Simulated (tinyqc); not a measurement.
Inside a calculation. Method: tight binding, kagome lattice. Computed by tinyqc, a small Python program that keeps every step. Settings: t1 = 1.23, t2 = 1.47, delta = 0, bands filled = 1. Command: `OMP_NUM_THREADS=1 python tinyqc.py 31332 31333 out.jsonl` (the two numbers bound the seeds that draw the settings). One thread of a shared host (Intel(R) Xeon(R) Processor @ 2.60GHz), about 0.01 s of CPU time with the checks.

## Bloch Hamiltonian at k

Parameters chosen for this model:
```
parameter     value                unit
t1         1.230000    eV, up triangles
t2         1.470000  eV, down triangles
delta             0        eV on site C
```

k point k (fractions of the reciprocal vectors): -0.2900  0.2700

H_AB = -t1 - t2 exp(-i k.a1), H_AC = -t1 - t2 exp(-i k.a2), H_BC = -t1 - t2 exp(i k.(a1 - a2)), H_CC = delta.

H(k) at k (eV):
```
                 A                B                C
A           0.0000  -0.8644-1.4238i  -1.0458+1.4584i
B  -0.8644+1.4238i           0.0000   0.1368-0.5411i
C  -1.0458-1.4584i   0.1368+0.5411i           0.0000
```

## Levels at k

Diagonalise the Hermitian matrix.

eigenvalues (eV): -2.2660  -0.4340  2.7000

weights |c|^2 of the basis functions:
```
   band 1  band 2  band 3
A  0.5302  0.0215  0.4484
B  0.2104  0.5281  0.2615
C  0.2594  0.4504  0.2901
```

## Bloch Hamiltonian at K

k point K (fractions of the reciprocal vectors): 0.3333  0.6667

As before.

H(k) at K (eV):
```
                 A                B                C
A           0.0000  -0.4950+1.2731i  -0.4950-1.2731i
B  -0.4950-1.2731i           0.0000  -0.4950+1.2731i
C  -0.4950+1.2731i  -0.4950-1.2731i           0.0000
```

## Levels at K

As before.

eigenvalues (eV): -1.7100  -0.9900  2.7000

weights |c|^2 of the basis functions:
```
   band 1  band 2  band 3
A  0.3333  0.3333  0.3333
B  0.3333  0.3333  0.3333
C  0.3333  0.3333  0.3333
```

## Bands along a path

The same steps at evenly spaced points between the labelled ones.

Bands along the path (eV):
```
k           band 1   band 2  band 3
G          -5.4000   2.7000  2.7000
G-K 0.25   -5.0413   2.3413  2.7000
G-K 0.50   -4.0633   1.3633  2.7000
G-K 0.75   -2.7420   0.0420  2.7000
K          -1.7100  -0.9900  2.7000
K-M 0.25   -2.0132  -0.6868  2.7000
K-M 0.50   -2.3981  -0.3019  2.7000
K-M 0.75   -2.6537  -0.0463  2.7000
M          -2.7420   0.0420  2.7000
M-K' 0.25  -2.6537  -0.0463  2.7000
M-K' 0.50  -2.3981  -0.3019  2.7000
M-K' 0.75  -2.0132  -0.6868  2.7000
K'         -1.7100  -0.9900  2.7000
```

With 1 band(s) filled, the highest filled level on these points lies at K and the lowest empty one at K: a gap of 0.7200 eV, direct.
